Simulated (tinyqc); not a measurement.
Worked calculation: RKS/PBE0 in the sto-3g basis, for H3+, spin multiplicity 1. Computed by tinyqc, a small Python program that keeps every step (integrals from PySCF). Settings: charge = 1, multiplicity = 1, basis = sto-3g, energy threshold = 1e-09, iteration cap = 76, orthogonalisation = symmetric, start = core, DIIS depth = 0, shift = 1.0, method = RKS, functional = pbe0, grid = [30, 50]. Command: `OMP_NUM_THREADS=1 python tinyqc.py 21496 21497 out.jsonl` (the two numbers bound the seeds that draw the settings). One thread of a shared host (Intel(R) Xeon(R) Processor @ 2.60GHz), about 0.3 s of CPU time with the checks. Later iterations appear only in the table of the cycle.

## One-electron integrals

Geometry (angstrom):
```
atom         x         y          z
H     0.000000  0.000000   0.000000
H     0.000000  0.000000   1.049000
H     0.000000  0.000000  -1.049000
```

Basis sto-3g: exponents (1/bohr^2) and contraction coefficients of normalised primitives:
```
element  l (shell)  exponent  coefficient
H            s (1)  3.425251     0.154329
H            s (1)  0.623914     0.535328
H            s (1)  0.168855     0.444635
```

Overlap, kinetic and nuclear-attraction integrals over the contracted functions; the nuclear repulsion is the sum of Za Zb / Rab.

nuclear repulsion = 1.26114683 hartree

overlap S, lower triangle:
```
          1H 1s     2H 1s     3H 1s
1H 1s  1.000000
2H 1s  0.468088  1.000000
3H 1s  0.468088  0.101285  1.000000
```

kinetic energy T (hartree), lower triangle:
```
          1H 1s      2H 1s     3H 1s
1H 1s  0.760032
2H 1s  0.094130   0.760032
3H 1s  0.094130  -0.011000  0.760032
```

nuclear attraction V (hartree), lower triangle:
```
           1H 1s      2H 1s      3H 1s
1H 1s  -2.209959
2H 1s  -0.892076  -1.970460
3H 1s  -0.892076  -0.178778  -1.970460
```

core Hamiltonian H = T + V (hartree), lower triangle:
```
           1H 1s      2H 1s      3H 1s
1H 1s  -1.449927
2H 1s  -0.797946  -1.210428
3H 1s  -0.797946  -0.189778  -1.210428
```

## Two-electron integrals

Functions are numbered as in S; the eight-fold symmetry (ij|kl) = (ji|kl) = (kl|ij) leaves the list below.

Two-electron integrals (ij|kl) in chemists' order, unique and non-zero (hartree):
```
(11|11) 0.774606   (21|11) 0.287253   (21|21) 0.138600   (22|11) 0.462374
(22|21) 0.287253   (22|22) 0.774606   (31|11) 0.287253   (31|21) 0.099479
(31|22) 0.156872   (31|31) 0.138600   (32|11) 0.059285   (32|21) 0.024813
(32|22) 0.046255   (32|31) 0.024813   (32|32) 0.005209   (33|11) 0.462374
(33|21) 0.156872   (33|22) 0.251640   (33|31) 0.287253   (33|32) 0.046255
(33|33) 0.774606
```

## Orthogonalisation

S = U s U^T; symmetric (Loewdin) form X = U s^(-1/2) U^T, so that X^T S X = 1.

eigenvalues of S: 0.386732  0.898715  1.714553

X, lower triangle:
```
           1H 1s     2H 1s     3H 1s
1H 1s   1.218071
2H 1s  -0.297646  1.104256
3H 1s  -0.297646  0.049410  1.104256
```

## Starting guess

The start is the orbitals of the core Hamiltonian; D = 2 C_occ C_occ^T.

D at the start, lower triangle:
```
          1H 1s     2H 1s     3H 1s
1H 1s  1.054597
2H 1s  0.360202  0.123028
3H 1s  0.360202  0.123028  0.123028
```

## Iteration 1: exchange-correlation on the grid

Becke grid with 30 radial and 50 angular points per atom, points of zero weight dropped. rho = sum D_ij phi_i phi_j; V_xc,ij = sum w v_xc phi_i phi_j plus the gradient terms; v_xc is d(rho eps)/d rho at fixed gradient. Exact exchange is left to K.

The 8 grid points with the largest w rho, of 4462 (bohr, atomic units):
```
x                  y         z         w       rho  |grad rho|^2     eps_xc       v_xc
-0.916242  -0.916242  0.000000  0.110579  0.036231      0.006477  -0.234786  -0.272528
0.916242   -0.916242  0.000000  0.110579  0.036231      0.006477  -0.234786  -0.272528
0.916242    0.916242  0.000000  0.110579  0.036231      0.006477  -0.234786  -0.272528
-0.916242   0.916242  0.000000  0.110579  0.036231      0.006477  -0.234786  -0.272528
0.761462   -0.761462  0.000000  0.067073  0.058512      0.016310  -0.268002  -0.322017
0.761462    0.761462  0.000000  0.067073  0.058512      0.016310  -0.268002  -0.322017
-0.761462   0.761462  0.000000  0.067073  0.058512      0.016310  -0.268002  -0.322017
-0.761462  -0.761462  0.000000  0.067073  0.058512      0.016310  -0.268002  -0.322017
```

electrons on the grid, sum of w rho = 2.000224

E_xc = sum of w rho eps_xc = -0.50643830 hartree

V_xc (hartree), lower triangle:
```
           1H 1s      2H 1s      3H 1s
1H 1s  -0.365600
2H 1s  -0.136966  -0.251017
3H 1s  -0.136966  -0.027278  -0.251017
```

## Iteration 1: building the Kohn-Sham matrix

J_ij = sum D_kl (ij|kl), K_ij = sum D_kl (ik|jl); F = H + J - 0.125 K + V_xc; E = tr D H + tr D J / 2 - 0.0625 tr D K + E_xc + E_nn.

Coulomb J (hartree), lower triangle:
```
          1H 1s     2H 1s     3H 1s
1H 1s  1.359131
2H 1s  0.535194  0.945206
3H 1s  0.535194  0.110935  0.945206
```

exchange K (hartree), lower triangle:
```
          1H 1s     2H 1s     3H 1s
1H 1s  1.289354
2H 1s  0.637340  0.478301
3H 1s  0.637340  0.278778  0.478301
```

Kohn-Sham matrix F (hartree), lower triangle:
```
           1H 1s      2H 1s      3H 1s
1H 1s  -0.617566
2H 1s  -0.479385  -0.576026
3H 1s  -0.479385  -0.140969  -0.576026
```

total energy of this density = -1.19045766 hartree

## Iteration 1: diagonalisation and new density

A level shift of 1 hartree raises the virtual space: F + shift (S - S D(s) S), with D(s) the density of one spin (D/2). Diagonalise F' = X^T F X, C = X C', fill 1 alpha and 1 beta electrons from the bottom; D = 2 C_occ C_occ^T. Each column has its largest component positive (the first on a tie).

F' = X^T F X (hartree), lower triangle:
```
           1          2         3
1   0.008060
2  -0.627098   0.377245
3  -0.627098  -0.138667  0.377245
```

orbital energies (hartree): MO1 -0.770991, MO2 0.515912, MO3 1.017628

coefficients C:
```
            MO1        MO2        MO3
1H 1s  0.637322   0.000000   1.120135
2H 1s  0.314761   0.745889  -0.809315
3H 1s  0.314761  -0.745889  -0.809315
```

D after iteration 1, lower triangle:
```
          1H 1s     2H 1s     3H 1s
1H 1s  0.812360
2H 1s  0.401208  0.198149
3H 1s  0.401208  0.198149  0.198149
```

## Iteration 2: exchange-correlation on the grid

As before.

The 8 grid points with the largest w rho, of 4462 (bohr, atomic units):
```
x                  y         z         w       rho  |grad rho|^2     eps_xc       v_xc
0.916242   -0.916242  0.000000  0.110579  0.031745      0.004731  -0.225746  -0.261625
0.916242    0.916242  0.000000  0.110579  0.031745      0.004731  -0.225746  -0.261625
-0.916242  -0.916242  0.000000  0.110579  0.031745      0.004731  -0.225746  -0.261625
-0.916242   0.916242  0.000000  0.110579  0.031745      0.004731  -0.225746  -0.261625
0.000000    0.761462  0.761462  0.053297  0.063968      0.012189  -0.271445  -0.342306
-0.761462   0.000000  0.761462  0.053297  0.063968      0.012189  -0.271445  -0.342306
0.000000   -0.761462  0.761462  0.053297  0.063968      0.012189  -0.271445  -0.342306
0.761462    0.000000  0.761462  0.053297  0.063968      0.012189  -0.271445  -0.342306
```

electrons on the grid, sum of w rho = 2.000207

E_xc = sum of w rho eps_xc = -0.48474108 hartree

V_xc (hartree), lower triangle:
```
           1H 1s      2H 1s      3H 1s
1H 1s  -0.353556
2H 1s  -0.137005  -0.265724
3H 1s  -0.137005  -0.027284  -0.265724
```

## Iteration 2: building the Kohn-Sham matrix

As before.

Coulomb J (hartree), lower triangle:
```
          1H 1s     2H 1s     3H 1s
1H 1s  1.296984
2H 1s  0.522227  0.953668
3H 1s  0.522227  0.108376  0.953668
```

exchange K (hartree), lower triangle:
```
          1H 1s     2H 1s     3H 1s
1H 1s  1.184602
2H 1s  0.636002  0.535850
3H 1s  0.636002  0.295825  0.535850
```

Kohn-Sham matrix F (hartree), lower triangle:
```
           1H 1s      2H 1s      3H 1s
1H 1s  -0.654575
2H 1s  -0.492223  -0.589466
3H 1s  -0.492223  -0.145665  -0.589466
```

total energy of this density = -1.22516734 hartree

## Iteration 2: diagonalisation and new density

As before.

F' = X^T F X (hartree), lower triangle:
```
           1          2         3
1   0.047946
2  -0.639765   0.326155
3  -0.639765  -0.180028  0.326155
```

orbital energies (hartree): MO1 -0.809058, MO2 0.506183, MO3 1.003131

coefficients C:
```
            MO1        MO2        MO3
1H 1s  0.594859   0.000000   1.143252
2H 1s  0.344896   0.745889  -0.796939
3H 1s  0.344896  -0.745889  -0.796939
```

D after iteration 2, lower triangle:
```
          1H 1s     2H 1s     3H 1s
1H 1s  0.707715
2H 1s  0.410329  0.237906
3H 1s  0.410329  0.237906  0.237906
```

## Iteration 14 (converged): orbitals

converged F (hartree), lower triangle:
```
           1H 1s      2H 1s      3H 1s
1H 1s  -0.684343
2H 1s  -0.501858  -0.598477
3H 1s  -0.501858  -0.149262  -0.598477
```

Diagonalise F' = X^T F X, C = X C', fill 1 alpha and 1 beta electrons from the bottom; D = 2 C_occ C_occ^T. Each column has its largest component positive (the first on a tie).

F' = X^T F X (hartree), lower triangle:
```
           1          2          3
1  -0.420043
2  -0.289284  -0.463488
3  -0.289284   0.036353  -0.463488
```

orbital energies (hartree): MO1 -0.832714, MO2 -0.499841, MO3 -0.014465

coefficients C:
```
            MO1        MO2        MO3
1H 1s  0.558632   0.000000   1.161384
2H 1s  0.369774   0.745889  -0.785705
3H 1s  0.369774  -0.745889  -0.785705
```

D after iteration 14, lower triangle:
```
          1H 1s     2H 1s     3H 1s
1H 1s  0.624139
2H 1s  0.413135  0.273466
3H 1s  0.413135  0.273466  0.273466
```

## Convergence

Stop when the energy changes by less than 1e-09 hartree and every element of the error matrix X^T (F D S - S D F) X is below 9e-06.

Course of the cycle:
```
iteration  E (hartree)     change  largest element of the error matrix
1          -1.19045766          -                             2.05e-01
2          -1.22516734  -3.47e-02                             9.61e-02
3          -1.23260399  -7.44e-03                             4.40e-02
4          -1.23415434  -1.55e-03                             2.00e-02
5          -1.23447602  -3.22e-04                             9.13e-03
6          -1.23454274  -6.67e-05                             4.16e-03
7          -1.23455657  -1.38e-05                             1.89e-03
8          -1.23455944  -2.87e-06                             8.62e-04
9          -1.23456004  -5.95e-07                             3.93e-04
10         -1.23456016  -1.24e-07                             1.79e-04
11         -1.23456019  -2.56e-08                             8.15e-05
12         -1.23456019  -5.32e-09                             3.71e-05
13         -1.23456020  -1.10e-09                             1.69e-05
14         -1.23456020  -2.29e-10                             7.70e-06
```

PySCF RKS in the same basis, fine grid = -1.23452214 hartree

Converged in 14 iterations. The coarse grid moves the energy by -3.81e-05 hartree.

## Populations, bond orders and dipole

Mulliken: Z minus the diagonal of D S on the atom; Loewdin: the same with S^(1/2) D S^(1/2); Mayer order: 2 sum_s sum (D(s) S)_ij (D(s) S)_ji over the two atoms.

Charges (e):
```
atom   Mulliken   Loewdin
1H    -0.010906  0.008668
2H     0.505453  0.495666
3H     0.505453  0.495666
```

Mayer bond orders:
```
pair     order
2-1   0.499941
3-1   0.499941
3-2   0.244577
```

dipole moment about the origin, x y z (debye): 0.000000  0.000000  0.000000
